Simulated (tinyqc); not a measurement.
# Gain factor and gap resistance from two string resistances

Inverse problem. At small bit-line voltage each of the 48 cells has the resistance 1/(K x) at overdrive x (no mobility reduction) in series with a gap resistance Rg. Find K, Rg and the share of the gaps at the higher overdrive.

resistance of a string of 48 equal cells at overdrives of 3.2 and 7.4 V (kohm): 2985.7143  1972.2008

Solution. The resistance per cell is a straight line in 1/x with slope 1/K and intercept Rg.

K = 8.400 uA/V^2
Rg = 25.00 kohm
share of the gaps = 60.85 %

tinyqc, about 0.9 s, one thread, Intel Xeon 2.30GHz (shared host): `OMP_NUM_THREADS=1 python tinyqc.py 2142115 2142116 out.jsonl`
